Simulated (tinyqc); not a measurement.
The 3-omega method: a line heater on a substrate with a thin film: one step, computed by the program tinyqc.

A current at angular frequency omega = 2 pi f heats the line at 2 omega with the amplitude P per length; the temperature swing Delta T at 2 omega gives a voltage at 3 omega. The substrate is taken as semi-infinite and isotropic, and the heat capacity of heater and film is left out.

Question. Penetration depth. D = kappa/C; q = sqrt(2 i omega/D); penetration depth 1/|q| = sqrt(D/(2 omega)).

Inputs (values chosen for the exercise, modelled on a phase-change telluride on germanium): substrate conductivity kappa = 59.4 W/(m K); substrate heat capacity C = 1.72 1e6 J/(m^3 K); heater half-width b = 6.5 micrometre; current frequency f = 240 Hz; substrate thickness d_s = 380 micrometre.

Give: diffusivity D; penetration depth; |q| b; penetration depth / d_s.

Answer.

diffusivity D = 34.53 mm^2/s

penetration depth = 107.0 micrometre

|q| b = 0.06074

penetration depth / d_s = 0.2816

Caution: the penetration depth exceeds a fifth of the substrate thickness, so the back face is felt and the semi-infinite formula fails.
